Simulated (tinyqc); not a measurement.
# Gain factor and gap resistance from two string resistances

Question. At small bit-line voltage each of the 96 cells has the resistance 1/(K x) at overdrive x (no mobility reduction) in series with a gap resistance Rg. Find K, Rg and the share of the gaps at the higher overdrive.

resistance of a string of 96 equal cells at overdrives of 3.9 and 7.8 V (kohm): [5862.1538, 3939.0769]

Solution. The resistance per cell is a straight line in 1/x with slope 1/K and intercept Rg.

K = 6.400 uA/V^2
Rg = 21.00 kohm
share of the gaps = 51.18 %

tinyqc, about 0.9 s, one thread, Intel Xeon 2.30GHz (shared host): `OMP_NUM_THREADS=1 python tinyqc.py 2142181 2142182 out.jsonl`
